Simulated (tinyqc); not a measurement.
# Impurity strength from the transmission

Problem. An infinite chain has hopping -t with t = 2.6 eV and site energy 0; E = -2 t cos(k) with E = 2.52 eV. One site has the energy u > 0, so T(E) = 1/[1 + u^2/(4 t^2 sin^2 k)]. Find sin^2 k and u.

T(E) = 0.30912481

Answer. sin^2 k = 1 - (E/2t)^2, and u = 2 t |sin k| sqrt(1/T(E) - 1).

sin^2 k = 0.7651
u = 6.800 eV

tinyqc, about 0.01 s, one thread, Intel Xeon 2.30GHz (shared host): `OMP_NUM_THREADS=1 python tinyqc.py 2660103 2660104 out.jsonl`
